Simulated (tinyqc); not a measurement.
Worked calculation: Schottky barrier with interface states (Cowley-Sze model), image lowering and contact resistance. Computed by tinyqc, a small Python program that keeps every step. Command: `OMP_NUM_THREADS=1 python tinyqc.py 3009037 3009038 out.jsonl pinning walk`. One thread of a shared host (Intel(R) Xeon(R) Processor @ 2.30GHz), about 0.01 s of CPU time with the checks. Intermediate numbers are printed to about 6 digits and carried at full precision; extremes and crossings named in words are read from the listed rows.

An n-type semiconductor under a metal. The barrier lies between the Schottky-Mott limit phi_M - chi and the Bardeen limit E_g - E_n, E_n being the neutrality level of the interface states; the space-charge term of the full Cowley-Sze expression is left out.

Inputs (values chosen for the exercise, with gap, mass and screening modelled on germanium): gap E_g = 0.655 eV; electron affinity chi = 3.91 eV; metal work function phi_M = 4.35 eV; neutrality level E_n above the valence band = 0.121 eV; interface-state density D = 7.2e+12 cm^-2 eV^-1; dipole layer thickness delta = 0.19 nm; dipole layer constant eps_i = 2; dielectric constant eps_s = 15.9; electron mass m_e = 0.219 m_0; valleys M_c = 4; donor density N = 2.8e+19 cm^-3; temperature T = 300 K; reverse bias V_r = 4.6 V.

Pinning factor from: interface states.

Constants: e = 1.602176634e-19 C; eps_0 = 8.8541878128e-12 F/m; k_B = 8.617333262e-05 eV/K; m_0 = 9.1093837015e-31 kg; k_B = 1.380649e-23 J/K; h = 6.62607015e-34 J s; hbar = 1.054571817e-34 J s.

## Pinning factor and barrier

S = 1/(1 + e^2 D delta/(eps_i eps_0)); for D per eV, e^2 D is the number e x D in SI units, with 1 cm^-2 = 1e4 m^-2. phi_B = S (phi_M - chi) + (1 - S)(E_g - E_n); the hole barrier is E_g - phi_B.

pinning factor S = 0.889861

Schottky-Mott barrier = 0.44 eV

Bardeen barrier = 0.534 eV

barrier phi_B = 0.450353 eV

hole barrier = 0.204647 eV

The contact is weakly pinned: the barrier follows the metal.

## Depletion layer and image lowering under reverse bias

N_c = 2 M_c (2 pi m_e k_B T/h^2)^(3/2); xi = E_c - E_F solves N = N_c F_1/2(-xi/k_B T) (bisection; full ionisation). F_1/2(eta) = (2/sqrt(pi)) int_0^infinity sqrt(x)/(1 + exp(x - eta)) dx, by the trapezoid rule in t = sqrt(x) with step 0.02 up to t = 12 (for eta < -12 by exp(eta) - exp(2 eta)/2^(3/2)). V_bi = phi_B - xi; W = sqrt(2 eps_s eps_0 (V_bi + V_r - k_B T/e)/(e N)); field at the metal E_m = e N W/(eps_s eps_0); image lowering sqrt(e E_m/(4 pi eps_s eps_0)).

N_c = 1.02872e+19 cm^-3

xi = -0.0498867 eV

built-in voltage V_bi = 0.500240 V

depletion width W = 17.8462 nm

field E_m = 5.68680e+06 V/cm

image lowering = 0.226940 eV

Caution: the field is near or above breakdown for such a gap, so avalanche or tunnelling current would take over. Caution: the image lowering is a large part of the barrier, so these depletion and emission formulas are rough. Caution: the field is near breakdown. Caution: the semiconductor is degenerate: the k_B T/e term in W and the parabolic band are then rough. Caution: E_00 = (e hbar/2) sqrt(N/(m_e eps_s eps_0)) is above 0.3 k_B T, so tunnelling through the barrier adds to the thermionic currents, most of all under reverse bias.

## Thermionic current

A* = 4 pi e m_e M_c k_B^2/h^3 (a simple valley count); J_s = A* T^2 exp(-phi/k_B T). J_0 uses phi_B; the reverse current uses phi_B less the image lowering, times 1 - exp(-V_r/k_B T).

Richardson constant A* = 105.272 A cm^-2 K^-2

J_0 = 0.257606 A/cm^2

thermionic reverse current = 1672.57 A/cm^2

Image lowering raises the reverse current by a factor 6490.

## Tunnelling scale and contact resistivity

E_00 = (e hbar/2) sqrt(N/(m_e eps_s eps_0)), E_0 = E_00 coth(E_00/k_B T); scaling form of the contact resistivity rho_c = (k_B/(e A* T)) exp(phi_B/E_0), which is the thermionic result when E_00 << k_B T and keeps only the leading exponential of tunnelling when E_00 >> k_B T; image lowering is left out of it.

E_00 = 0.0526485 eV

E_00/k_B T = 2.03653

E_0 = 0.0544722 eV

contact resistivity rho_c = 1.06292e-05 ohm cm^2

With the usual bounds 0.5 and 5 on E_00/k_B T the regime is thermionic-field emission. Caution: outside the thermionic regime the prefactor of rho_c is only an order-of-magnitude estimate.

## Choosing the metal

The formulas are those given above.

Against work function:
```
phi_M (eV)  Schottky-Mott (eV)  phi_B (eV)  J_0 (A/cm^2)  rho_c (ohm cm^2)
3.91                      0.00    0.058814   9.73915e+05       8.03251e-09
4.00                      0.09    0.138902   4.39653e+04       3.49438e-08
4.10                      0.19    0.227888   1.40672e+03       1.78993e-07
4.19                      0.28    0.307975   6.35036e+01       7.78675e-07
4.28                      0.37    0.388063   2.86673e+00       3.38747e-06
4.38                      0.47    0.477049   9.17246e-02       1.73517e-05
4.47                      0.56    0.557136   4.14071e-03       7.54852e-05
4.57                      0.66    0.646123   1.32487e-04       3.86659e-04
```

A span of 0.66 eV in work function moves the barrier by 0.587 eV (slope S = 0.890) and rho_c by 4.7 decades. The barrier equals its Schottky-Mott value only at phi_M = chi + E_g - E_n = 4.44 eV, where the interface states are neutral.

## Doping the contact

Regimes: thermionic below E_00/k_B T = 0.5, field emission above 5.

Against doping:
```
N (cm^-3)  1e10/sqrt(N)   E_00/k_B T  rho_c (ohm cm^2)                     regime
1.00e+16    1.00000e+02  3.84869e-02       9.94958e-02        thermionic emission
1.00e+17    3.16228e+01  1.21706e-01       9.21304e-02        thermionic emission
1.00e+18    1.00000e+01  3.84869e-01       4.45523e-02        thermionic emission
3.00e+18    5.77350e+00  6.66612e-01       1.12131e-02  thermionic-field emission
1.00e+19    3.16228e+00  1.21706e+00       4.46751e-04  thermionic-field emission
3.00e+19    1.82574e+00  2.10801e+00       8.32772e-06  thermionic-field emission
1.00e+20    1.00000e+00  3.84869e+00       2.51140e-07  thermionic-field emission
3.00e+20    5.77350e-01  6.66612e+00       3.72279e-08             field emission
1.00e+21    3.16228e-01  1.21706e+01       1.14174e-08             field emission
```

Even over the thermionic rows rho_c falls by a factor 2.2, since the barrier is many E_0 high, and then it falls faster, by 6.9 decades in all; in field emission ln rho_c is linear in 1/sqrt(N). It passes below 1e-7 ohm cm^2 at N = 3e20 cm^-3 of those listed.

Checks made by the program: charge in the layer against the field (relative difference below 1e-10).
